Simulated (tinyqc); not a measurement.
Comparisons within one model: tight-binding t2g bands of a cubic perovskite. A value that a table varies takes the place of the one given here.

Orbitals yz, zx, xy (X, Y, Z below) times spin. E_xy = Dt + 2t (2 - cos x - cos y) + 2 td (1 - cos z) + 4 t2 (1 - cos x cos y) with x = kx a and so on; yz and zx follow by cyclic change, without Dt. Spin-orbit term -(Dso/3) L.sigma + Dso/3 with (L_k)_ij = -i epsilon_kij in X, Y, Z: for Dt = 0 the quartet lies at 0 and the doublet at Dso.

Constants: hbar^2/2m0 = 3.80998211 eV angstrom^2.

Parameters, chosen for this exercise (of the size met in SrTiO3 and KTaO3; not measured data):
- t = 0.401 eV (strong hopping)
- td = 0.032 eV (weak hopping)
- t2 = 0 eV (diagonal hopping in the plane of the orbital)
- Dso = 0.274 eV (spin-orbit splitting at Gamma)
- Dt = -0.025 eV (shift of xy (tetragonal field or confinement))
- a = 3.956 angstrom (lattice constant)
- k = (0.14, 0.11, 0.03) 2 pi/a (wave vector)

## Bands along [100] with and without spin-orbit coupling

k = (x,0,0). The plain columns hold the three orbital energies without spin-orbit coupling, sorted.

Levels (eV):

| x (2 pi/a) | plain 1 | plain 2 | plain 3 | pair 1 | pair 2 | pair 3 |
|---|---|---|---|---|---|---|
| 0.00 | -0.0250 | 0.0000 | 0.0000 | -0.0172 | 0.0000 | 0.2662 |
| 0.02 | -0.0187 | 0.0005 | 0.0063 | -0.0119 | 0.0036 | 0.2705 |
| 0.04 | 0.0002 | 0.0020 | 0.0252 | 0.0011 | 0.0167 | 0.2836 |
| 0.06 | 0.0045 | 0.0313 | 0.0563 | 0.0149 | 0.0449 | 0.3063 |
| 0.10 | 0.0122 | 0.1282 | 0.1532 | 0.0436 | 0.1404 | 0.3836 |
| 0.15 | 0.0264 | 0.3056 | 0.3306 | 0.0782 | 0.3175 | 0.5409 |
| 0.20 | 0.0442 | 0.5292 | 0.5542 | 0.1085 | 0.5410 | 0.7521 |
| 0.30 | 0.0838 | 1.0248 | 1.0498 | 0.1594 | 1.0366 | 1.2365 |
| 0.50 | 0.1280 | 1.5790 | 1.6040 | 0.2087 | 1.5907 | 1.7856 |

What does this show, and why?

At the zone edge the heavy yz band has risen by 0.128 eV (4 td) and the light ones by 1.604 eV (4t + 8 t2). Spin-orbit coupling mixes the orbitals while their spacing is below Dso = 0.274 eV: the lowest pair lies +6.8 meV from the plain band at x = 0.02 and +80.7 meV at the edge, where yz has parted from the other two and its offset tends to Dso/3 = 91.3 meV; zx and xy, 25 meV apart without the coupling, still mix there. With Dt < 0 the lowest plain band at Gamma is xy, and yz passes below it further out.

## Order of the levels against the shift of xy

Levels at Gamma, the xy weight of the lowest pair and its mass along [100] from m/m0 = c q^2/(E(q) - E(0)), q = 0.001 (2 pi/a).

At Gamma:

| Dt (eV) | pair 1 (eV) | pair 2 (eV) | pair 3 (eV) | xy weight of pair 1 | mass (m0) |
|---|---|---|---|---|---|
| -0.30 | -0.2475 | 0.0000 | 0.2215 | 0.917 | 0.631 |
| -0.15 | -0.1148 | 0.0000 | 0.2388 | 0.841 | 0.655 |
| -0.08 | -0.0580 | 0.0000 | 0.2520 | 0.776 | 0.677 |
| -0.03 | -0.0207 | 0.0000 | 0.2647 | 0.713 | 0.700 |
| -0.01 | -0.0067 | 0.0000 | 0.2707 | 0.683 | 0.711 |
| 0.01 | 0.0000 | 0.0066 | 0.2774 | 0.000 | 1.125 |
| 0.03 | 0.0000 | 0.0192 | 0.2848 | 0.000 | 1.125 |
| 0.08 | 0.0000 | 0.0477 | 0.3063 | 0.000 | 1.125 |
| 0.15 | 0.0000 | 0.0795 | 0.3445 | 0.000 | 1.125 |

How do the results move?

For Dt > 0 the lowest pair is the pure yz, zx combination at 0, with mass 1.125 at Dt = 0.15 eV. For Dt < 0 it gains xy weight, 0.68 at -0.01 and 0.92 at -0.3 eV, and its mass tends to the light value 0.607; the scale of the change is Dso = 0.274 eV.

## What each parameter does

The three pairs at k. Each row changes one parameter from the base and keeps the others.

Results:

| case | pair 1 (eV) | pair 2 (eV) | pair 3 (eV) |
|---|---|---|---|
| base | 0.2536 | 0.3759 | 0.6367 |
| t = 0.4411 eV | 0.2759 | 0.4109 | 0.6771 |
| td = 0.048 eV | 0.2641 | 0.3813 | 0.6402 |
| t2 = 0.02 eV | 0.2753 | 0.4084 | 0.6724 |
| Dso = 0.3562 eV | 0.2557 | 0.3807 | 0.7119 |
| Dt = -0.055 eV | 0.2528 | 0.3653 | 0.6180 |

What can be read from the table?

The largest shifts from the base row, up to three for each result and ties (the steps differ in size, so this ranks the rows, not the parameters). pair 1 (eV): t +0.0223, t2 +0.0218, td +0.0106. pair 2 (eV): t +0.0350, t2 +0.0326, Dt -0.0106. pair 3 (eV): Dso +0.0752, t +0.0405, t2 +0.0357.

(tinyqc, `OMP_NUM_THREADS=1 python tinyqc.py 1481565 1481566 out.jsonl`, Intel(R) Xeon(R) Processor @ 2.30GHz, 1 thread, shared host, about 0.01 s.)
